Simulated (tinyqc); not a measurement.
Solubility, supersaturation, precipitation and gettering of an impurity in a silicon-like host: one step, computed by the program tinyqc.

The wafer was saturated at T1 and is then held at T.

Problem. Ham's law for sinks of fixed radius. tau0 = 1/(4 pi n r0 D); C_fixed(t) = C_eq + (C0 - C_eq) exp(-t/tau0). If all excess precipitates, the final radius is r_f = [r0^3 + 3 (C0 - C_eq)/(4 pi n C_p)]^(1/3), with tau_f = 1/(4 pi n r_f D).

Inputs (values chosen for the exercise, for a model impurity):
```
quantity,value,unit
temperature of saturation T1,1225,K
anneal temperature T,1020,K
sink density n,4.6e+09,1/cm^3
initial sink radius r0,3.5,nm
impurity density in the precipitate C_p,2.6e+22,1/cm^3
anneal time t,3600,s
```

D(T) = 9.701048e-08 cm^2/s

C_eq(T) = 2.475054e+11 1/cm^3

C0 = 4.308836e+13 1/cm^3

Give: tau0; C_fixed(t); final radius r_f; tau_f.

Solution.

tau0 = 509.5 s

C_fixed(t) = 2.841e+11 1/cm^3

final radius r_f = 5.045 nm

tau_f = 353.5 s

The sinks grow 1.4 times, so the fixed radius underrates the later rate.
